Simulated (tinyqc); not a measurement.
# Bandgap voltage reference from two bipolar transistors, step by step

tinyqc, about 0.02 s, one thread, Intel Xeon 2.30GHz (shared host): `OMP_NUM_THREADS=1 python tinyqc.py 2062154 2062155 out.jsonl` Printed values are rounded.

Two transistors of area 1 and N carry the same current I. Is(T) = Is (T/T0)^eta exp[(Vg0 q/kB)(1/T0 - 1/T)], VBE1 = Vt ln(I/Is(T)) + I rb, VBE2 = Vt ln(I/(N Is(T))) + I rb/N. The amplifier forces I R1(T) = VBE1 - VBE2 + Vos, with R(T) = R (1 + tc (T - T0)) for both resistors, and the output is Vref = VBE1 + I R2(T). Base currents and the Early effect are neglected.

Values chosen for this exercise; values of the order met in silicon bipolar transistors:
- T0 = 300 K (reference temperature)
- Vg0 = 1.141 V (band-gap voltage extrapolated to 0 K)
- eta = 3.4 (temperature exponent of the saturation current)
- Is = 5e-16 A (saturation current of the unit transistor at T0)
- N = 24 (area ratio of the second transistor)
- R1 = 14 kohm (resistor across which the difference of VBE falls, at T0)
- tc = -600 ppm/K (temperature coefficient of both resistors)
- Vos = 0 mV (offset of the amplifier)
- rb = 0 ohm (series resistance of the unit transistor)
- R2 = 99.01 kohm (output resistor at T0)
- T = 398 K (temperature)

Constants: q = 1.602176634e-19 C, kB = 1.380649e-23 J/K. Results are converted to the units shown.

## Operating point at the reference temperature

Vt = kB T/q; I = (Vt ln N + Vos)/(R1(T) - rb (1 - 1/N)). Evaluate at T = T0.

Vt = 0.0258520 V
I = 5.86850 uA
Is(T) = 5e-16 A
VBE1 = 0.599405 V
I R2 = 0.581041 V
Vref = 1.18045 V

## Operating point at another temperature

Vt = kB T/q; I = (Vt ln N + Vos)/(R1(T) - rb (1 - 1/N)).

Vt = 0.0342970 V
I = 8.27194 uA
Is(T) = 6.85659e-11 A
VBE1 = 0.401295 V
I R2 = 0.770847 V
Vref = 1.17214 V

From T0 to T, VBE1 changes by -198 mV and I R2 by 190 mV, which leaves -8.30 mV in Vref.

## Resistor for zero slope at T0, ideal case

With tc = 0, Vos = 0 and rb = 0 the current is proportional to T, dVBE/dT = (VBE - Vg0 - (eta - 1) Vt)/T, and Vref has zero slope at T0 when Vref = Vg0 + (eta - 1) Vt0. Find VBE1, its slope, that Vref, R2/R1 and the curvature d2Vref/dT2 = -(eta - 1) kB/(q T0).

VBE1 = 0.599405 V
dVBE/dT = -2.01213 mV/K
Vref = 1.20304 V
R2/R1 = 7.34721
curvature = -0.689387 uV/K^2
